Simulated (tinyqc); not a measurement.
From results to parameters: Luttinger model of the valence bands. Computed by the program tinyqc.

Problem. In the four-band Luttinger model 1/m = g1 -/+ 2 g2 along [100] and g1 -/+ 2 g3 along [111]. Find g1, g2, g3 and the light hole mass along [111].

heavy and light hole masses along [100] (electron masses): 0.205339  0.043725
heavy hole mass along [111] = 0.171527 electron masses

Solution. The mean of the two inverse masses along [100] is g1 and a quarter of their difference is g2; g3 = (g1 - 1/m_hh[111])/2.

g1, g2, g3: 13.870  4.500  4.020
light hole mass along [111] = 0.0456 electron masses
